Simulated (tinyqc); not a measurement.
# Octagonal on-chip spiral inductor, lumped pi model: two studies

Outer diameter do = di + 2 n wd + 2 (n - 1) sp, mean da = (do + di)/2, fill p = (do - di)/(do + di), length l = 3.314 n da. L = 2.25 mu0 n^2 da/(1 + 3.55 p), mu0 = 4 pi 1e-7 H/m. Rs = rho l/(wd delta (1 - exp(-th/delta))), delta = sqrt(rho/(pi f mu0)). Cs = n wd^2 eps0 eo/hu across the coil. At each end Cox = l wd eps0 eo/(2 ho) leads to the substrate branch Rsi = 2 rs he/(l wd) in parallel with Csi = l wd eps0 11.7/(2 he). With one end grounded Y = 1/(Rs + i w L) + i w Cs + 1/[1/(i w Cox) + 1/(1/Rsi + i w Csi)], w = 2 pi f; Q = -Im Y/Re Y. Eddy currents in neighbouring turns and in the substrate are left out.

Inputs (values chosen for the exercise); values of the order met in silicon radio-frequency processes:

| symbol | value | unit | meaning |
|---|---|---|---|
| n | 3.5 |  | number of turns |
| wd | 8 | um | line width |
| sp | 1.5 | um | space between turns |
| di | 140 | um | inner diameter |
| th | 3 | um | metal thickness |
| rho | 2.2 | uohm cm | metal resistivity |
| ho | 5.4 | um | oxide below the coil |
| hu | 0.6 | um | oxide between coil and underpass |
| eo | 3 |  | relative permittivity of the oxide |
| rs | 100 | ohm cm | substrate resistivity |
| he | 80 | um | effective spreading depth in the substrate |
| f | 1.2 | GHz | frequency |

Constants: eps0 = 8.8541878128e-12 F/m. Results are converted to the units shown.

Each table varies one quantity; the others keep the values above.

## Quality factor against frequency

Apparent inductance Im(1/Y)/w; share of the loss Re(substrate branch)/Re Y.

Result of one run:
```
f (GHz)	Rs (ohm)	w L/Rs	Q	apparent inductance (nH)	loss in the substrate (%)
1.4	3.531	8.948	8.750	3.610	1.669
```

What becomes of these results when the frequency f is changed from 1.4 to 0.33 GHz, all else the same?

Result of the changed run:
```
f (GHz)	Rs (ohm)	w L/Rs	Q	apparent inductance (nH)	loss in the substrate (%)
0.33	2.573	2.894	2.890	3.593	0.07752
```

The whole series:
```
f (GHz)	Rs (ohm)	w L/Rs	Q	apparent inductance (nH)	loss in the substrate (%)
0.33	2.573	2.894	2.890	3.593	0.07752
0.54	2.810	4.337	4.321	3.594	0.2564
0.88	3.126	6.353	6.293	3.599	0.7076
1.4	3.531	8.948	8.750	3.610	1.669
2.3	4.119	12.60	11.94	3.640	3.874
3.8	4.939	17.36	15.30	3.728	8.475
6.3	6.075	23.40	17.40	3.996	17.19
10	7.473	30.20	15.74	4.821	29.84
17	9.619	39.88	5.262	13.45	48.86
```

Q goes from 2.89 through a maximum of 17.4 (at f = 6.3 GHz among the rows listed) to 5.26; the exact peak is 17.4 at 6.78 GHz and Q reaches zero at the self-resonance, 19.7 GHz. The share of the substrate rises from 0.0775 to 48.9 %, and the apparent inductance ends at 3.74 times L. At the peak the substrate takes 18.9 % of the loss. For f = 17 the coil is longer than 0.15 of a wavelength in the oxide, where one lumped section is rough.

## Effect of the substrate resistivity

Same model as above.

Peak Q and its frequency from a search over f; self-resonance where Im Y = 0; Q at the given f (negative beyond resonance).

The same in every row: L (nH) = 3.592; do (um) = 203.5.

Results:
```
rs (ohm cm)	peak Q	f of the peak (GHz)	self-resonance (GHz)	Q at f
0.1	16.34	5.140	11.98	7.922
3	12.20	3.082	15.96	7.879
10	11.05	2.874	19.30	7.798
30	13.09	4.572	19.69	7.754
100	17.44	6.777	19.74	7.870
1000	21.82	8.776	19.74	7.964
10000	22.52	9.081	19.74	7.974
```

Estimate the missing row, rs = 1 ohm cm.

Computed row:
```
rs (ohm cm)	peak Q	f of the peak (GHz)	self-resonance (GHz)	Q at f
1	13.84	3.765	12.51	7.908
```

With this row back in the table: As rs goes from 0.1 to 10000, L stays at 3.59 nH, the peak Q goes from 16.3 through a minimum of 11.0 (at rs = 10 among the rows listed) to 22.5, its frequency goes from 5.14 through a minimum of 2.87 (at rs = 10 among the rows listed) to 9.08 GHz and the self-resonance rises from 12.0 to 19.7 GHz. In this model both a very low and a very high resistivity dissipate little: the first shorts the branch to a pure Cox, the second blocks the current. For rs = 0.1, 1 eddy currents in the substrate, left out, would lower Q markedly.

Numbers from tinyqc (`OMP_NUM_THREADS=1 python tinyqc.py 2302060 2302061 out.jsonl`; about 0.01 s on one thread of a shared Intel Xeon 2.30GHz).
